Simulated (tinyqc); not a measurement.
Inside a calculation. Method: Hueckel theory of the pi electrons with the omega technique, for the molecule Bc1cc(Cl)cs1 (SMILES; centres numbered as the heavy atoms are written). One step of it, computed by the program tinyqc.

Problem. Omega technique, round 2. h_r = h_r(0) + omega q_r, omega = 1.4, with q_r = z_r - P_rr; 0.3 of the old diagonal is kept.

Hueckel matrix in units of beta (H = alpha + beta A):
```
            1B        2C        3C        4C       5Cl        6C        7S
1B   -1.000000  0.700000  0.000000  0.000000  0.000000  0.000000  0.000000
2C    0.700000  0.000000  1.000000  0.000000  0.000000  0.000000  0.650000
3C    0.000000  1.000000  0.000000  1.000000  0.000000  0.000000  0.000000
4C    0.000000  0.000000  1.000000  0.000000  0.400000  1.000000  0.000000
5Cl   0.000000  0.000000  0.000000  0.400000  2.000000  0.000000  0.000000
6C    0.000000  0.000000  0.000000  1.000000  0.000000  0.000000  0.650000
7S    0.000000  0.650000  0.000000  0.000000  0.000000  0.650000  1.000000
```

charge and bond-order matrix P:
```
            1B         2C         3C         4C        5Cl         6C         7S
1B    0.123297   0.349516   0.235303  -0.084359   0.010697  -0.204407   0.069642
2C    0.349516   1.043916   0.757862  -0.077099  -0.000074  -0.391062   0.377731
3C    0.235303   0.757862   1.024244   0.555521  -0.055944   0.000348  -0.240741
4C   -0.084359  -0.077099   0.555521   1.039891   0.109158   0.790108  -0.201394
5Cl   0.010697  -0.000074  -0.055944   0.109158   1.987504  -0.094625   0.026862
6C   -0.204407  -0.391062   0.000348   0.790108  -0.094625   1.018578   0.414390
7S    0.069642   0.377731  -0.240741  -0.201394   0.026862   0.414390   1.762570
```

Centres:
```
centre  z_r, pi electrons of the neutral centre          h
1B                                            0  -1.000000
2C                                            1   0.000000
3C                                            1   0.000000
4C                                            1   0.000000
5Cl                                           2   2.000000
6C                                            1   0.000000
7S                                            2   1.000000
```

Give: matrix after round 2.

Solution.

matrix after round 2:
```
         1B      2C      3C      4C    5Cl      6C     7S
1B   -1.162   0.700   0.000   0.000  0.000   0.000  0.000
2C    0.700  -0.072   1.000   0.000  0.000   0.000  0.650
3C    0.000   1.000  -0.027   1.000  0.000   0.000  0.000
4C    0.000   0.000   1.000  -0.063  0.400   1.000  0.000
5Cl   0.000   0.000   0.000   0.400  2.016   0.000  0.000
6C    0.000   0.000   0.000   1.000  0.000  -0.015  0.650
7S    0.000   0.650   0.000   0.000  0.000   0.650  1.324
```
